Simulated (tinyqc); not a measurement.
Radius, Mott density and mass from the binding energy.

Question. A donor has the isolated binding energy E0 = cc Ry, Ry = (m0 q^3/(8 eps0^2 h^2)) me/eps_r^2 in eV, radius a = q/(8 pi eps0 eps_r E0) and Mott density (0.26/a)^3. Find a, the Mott density and me.

Parameters, values chosen for the exercise: relative permittivity eps_r = 11.9; ratio of the true binding energy to the hydrogenic one cc = 1.9.

Constants: q = 1.602176634e-19 C, eps0 = 8.8541878128e-12 F/m, h = 6.62607015e-34 J s, m0 = 9.1093837015e-31 kg. Results are converted to the units shown.

E0 = 46.915189 meV

Answer. Each follows directly from E0.

a = 1.29 nm
Mott density = 8.19e18 cm^-3
me = 0.257 m0

Numbers from tinyqc (`OMP_NUM_THREADS=1 python tinyqc.py 2330084 2330085 out.jsonl`; about 0.01 s on one thread of a shared Intel Xeon 2.30GHz).
